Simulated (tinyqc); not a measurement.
Rapid thermal processing of a wafer: radiative balance, ramp and cooling, pattern effects, pyrometer error and spike budget: one step, computed by the program tinyqc. Command: `OMP_NUM_THREADS=1 python tinyqc.py 3113023 3113024 out.jsonl rtp walk`. One thread of a shared host (Intel(R) Xeon(R) Processor @ 2.30GHz), about 0.04 s of CPU time with the checks.

The wafer is opaque and uniform through its thickness unless said otherwise; temperatures in formulas are in kelvin (C + 273.15). sigma = 5.670374419e-12 W/(cm^2 K^4).

Problem. Pattern effect. At steady state a sinusoidal change of absorbed power of relative amplitude a and period p gives the temperature amplitude a q/(dq/dT + k d (2 pi/p)^2); healing length l = sqrt(k d/(dq/dT)); process change = E_a dT/(k_B T^2). Emissivity is taken as unchanged.

Inputs (values chosen for the exercise, modelled on a hot silicon wafer): wafer thickness d = 725 micrometre; thermal conductivity k = 0.23 W/(cm K); wall temperature T_w = 350 K; process temperature = 630 C; relative change of absorptivity over a pattern = 11 %; period of the pattern = 31 mm; activation energy of the process E_a = 4 eV.

dq/dT = 23.33756 mW/(cm^2 K)

holding power q = 6.779511 W/cm^2

Constants: k_B = 8.617333262e-05 eV/K.

Give: healing length l; amplitude without lateral conduction; amplitude; change of the process rate.

Solution.

healing length l = 8.4529 mm

amplitude without lateral conduction = 31.955 K

amplitude = 8.1201 K

change of the process rate = 46.209 %

Lateral conduction cuts the amplitude to 25 %, since p/(2 pi l) = 0.58.
